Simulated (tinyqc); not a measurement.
Threshold and carrier lifetime from two turn-on delays.

Problem. With a constant carrier lifetime tau, a current step from 0 to I reaches threshold after td = tau ln(I/(I - Ith)). Find Ith and tau.

turn-on delay for steps from 0 to 0.36 and to 0.73 mA (ns): 1.4281960  0.51823089

Solution. The ratio of the delays holds no tau and rises steadily with Ith, so it has one root below the smaller current.

Ith = 0.2400 mA
tau = 1.300 ns

Program tinyqc, `OMP_NUM_THREADS=1 python tinyqc.py 2840112 2840113 out.jsonl`; Intel Xeon 2.30GHz, shared host, one thread, about 0.01 s.
